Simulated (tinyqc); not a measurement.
Comparisons within one model: Weaire-Thorpe hybrids on a Bethe lattice: gap and dangling bond of an amorphous tetrahedral solid. A value that a table varies takes the place of the one given here.

Four sp3 hybrids an atom at energy 0, coupled by -V1 on the atom and by -V2 along a bond; the bonds form a tree (no rings). For any network the gap runs at least from -V2 + V1 to V2 - 3 V1, and p-like states pile up at -V2 + V1 and V2 + V1. On the tree the gap is wider: it ends at Ec = -V1 + sqrt(V2^2 + 4 V1^2 - 2 sqrt3 V1 V2), which makes it well wider than the gaps of the real glasses. A branch seen from a hybrid has the self-energy S = V2^2 g, where g is the Green function of the hybrid across the bond, whose three partners carry S themselves. With a = z - V1, b = a - S: g = 1/(a + V1 b/(b + 3 V1)), z = E + i eta. A full atom has G = (1/b)(b + 3 V1)/(b + 4 V1) per hybrid; a dangling hybrid with shift dh has G = 1/(1/g - dh).

Inputs chosen for the exercise (of the size of tabulated hybrid energies for tetrahedral carbon; shifted at random, so the results belong to these values and not to a real crystal):
- V1 = 2.14 eV (coupling of two hybrids on one atom)
- V2 = 10.72 eV (coupling of the two hybrids of a bond)
- eta = 0.03 eV (broadening)
- dh = -0.4 eV (shift of the dangling hybrid (rehybridisation))
- VH = 4.65 eV (coupling to a hydrogen atom)
- eH = -3.92 eV (hydrogen level)
- E1s = -9.8 eV (first energy)
- dE = 1.35 eV (step)

## Bulk, dangling and hydrogenated hybrids across the gap

edges (eV): Ev -8.58000, Ec(bound) 4.30000, Ec(tree) 5.19264

Thirteen energies E1s + j dE. With hydrogen the hybrid gains the self-energy VH^2/(z - eH) and dh = 0.

Density per hybrid (1/eV):

| E (eV) | bulk | dangling | with hydrogen |
|---|---|---|---|
| -9.80 | 0.0242 | 0.0041 | 0.0070 |
| -8.45 | 0.1343 | 0.0002 | 0.0009 |
| -7.10 | 0.0012 | 0.0002 | 0.0138 |
| -5.75 | 0.0004 | 0.0003 | 0.0027 |
| -4.40 | 0.0002 | 0.0005 | 0.0006 |
| -3.05 | 0.0001 | 0.0012 | 0.0004 |
| -1.70 | 0.0001 | 0.0047 | 0.0004 |
| -0.35 | 0.0001 | 9.2920 | 0.0006 |
| 1.00 | 0.0001 | 0.0046 | 0.0019 |
| 2.35 | 0.0001 | 0.0012 | 0.0333 |
| 3.70 | 0.0002 | 0.0006 | 0.0063 |
| 5.05 | 0.0012 | 0.0006 | 0.0017 |
| 6.40 | 0.0292 | 0.0103 | 0.0194 |

Between Ev = -8.58 and Ec = 5.19 eV the bulk density is a broadening tail (least 0.0001). The dangling hybrid reaches 9.292 at -0.35 eV among these rows; its level lies at -0.353 eV, and the peak there, of width eta, is far higher unless a row falls on it. With hydrogen the largest value on the rows inside the gap, more than 0.05 eV from an edge, is 0.0333, and 1/g = VH^2/(E - eH) still has roots in this wide gap, at -6.690 and 2.756 eV.

## Level against rehybridisation

Root of 1/g(E) = dh for eta = 0 in the gap of the tree, between Ev = -V2 + V1 and Ec; a dash: none. A flatter atom makes the hybrid more p-like (dh > 0, up to V1), a more pyramidal one more s-like (dh < 0).

Level:

| dh (eV) | E (eV) | above Ev (eV) | weight |
|---|---|---|---|
| -3.0 | -2.6559 | 5.9241 | 0.882 |
| -2.5 | -2.2140 | 6.3660 | 0.885 |
| -2.0 | -1.7709 | 6.8091 | 0.887 |
| -1.5 | -1.3273 | 7.2527 | 0.887 |
| -1.0 | -0.8839 | 7.6961 | 0.886 |
| -0.5 | -0.4412 | 8.1388 | 0.884 |
| 0.0 | 0.0000 | 8.5800 | 0.880 |
| 0.5 | 0.4390 | 9.0190 | 0.875 |
| 1.0 | 0.8748 | 9.4548 | 0.868 |

A level exists for 9 of the 9 rows, from dh = -3 (5.924 eV above Ev) to 1 (9.455 eV); the gap of the tree is 13.773 eV. Its slope dE/d(dh) is the weight, largest at dh = -1.5 (0.89). A level that rises as the atom flattens is why an emptied dangling bond relaxes flat and a doubly filled one pyramidal.

## Stretching the bonds

V2 is scaled as (d0/d)^2 and V1 stays. Bound 2 V2 - 4 V1; tree V2 - 2 V1 + sqrt(V2^2 + 4 V1^2 - 2 sqrt3 V1 V2); a negative bound means that a network with rings may have no gap.

Against d/d0:

| d/d0 | V2 (eV) | V2/V1 | bound (eV) | tree (eV) |
|---|---|---|---|---|
| 0.96 | 11.632 | 5.435 | 14.704 | 15.561 |
| 0.98 | 11.162 | 5.216 | 13.764 | 14.638 |
| 1.00 | 10.720 | 5.009 | 12.880 | 13.773 |
| 1.02 | 10.304 | 4.815 | 12.047 | 12.959 |
| 1.04 | 9.911 | 4.631 | 11.262 | 12.195 |
| 1.07 | 9.363 | 4.375 | 10.167 | 11.131 |
| 1.10 | 8.860 | 4.140 | 9.159 | 10.159 |
| 1.15 | 8.106 | 3.788 | 7.652 | 8.718 |

The bound falls by 429 meV for each per cent of stretch near d0 and vanishes at d/d0 = 1.583, beyond the table. Weak, stretched bonds therefore put states closest to the edges, one origin of band tails.

## What each parameter does

Ev = -V2 + V1, conduction edge of the tree -V1 + sqrt(V2^2 + 4 V1^2 - 2 sqrt3 V1 V2), and the level that solves 1/g(E) = dh for eta = 0. Each row changes one parameter from the base and keeps the others.

Results:

| case | Ev (eV) | Ec (eV) | level (eV) | weight |
|---|---|---|---|---|
| base | -8.5800 | 5.1926 | -0.3528 | 0.884 |
| V1 = 2.06 eV | -8.6600 | 5.3827 | -0.3563 | 0.892 |
| V2 = 10.87 eV | -8.7300 | 5.3362 | -0.3541 | 0.887 |
| dh = -0.5 eV | -8.5800 | 5.1926 | -0.4412 | 0.884 |

The largest shifts from the base row, up to three for each result and ties (the steps differ in size, so this ranks the rows, not the parameters). Ev (eV): V2 -0.1500, V1 -0.0800; unchanged at the printed digits by dh. Ec (eV): V1 +0.1901, V2 +0.1436; unchanged at the printed digits by dh. level (eV): dh -0.0884, V1 -0.0034, V2 -0.0013. weight: V1 +0.008, V2 +0.003; unchanged at the printed digits by dh.

(tinyqc, `OMP_NUM_THREADS=1 python tinyqc.py 1451370 1451371 out.jsonl`, Intel(R) Xeon(R) Processor @ 2.30GHz, 1 thread, shared host, about 0.03 s.)
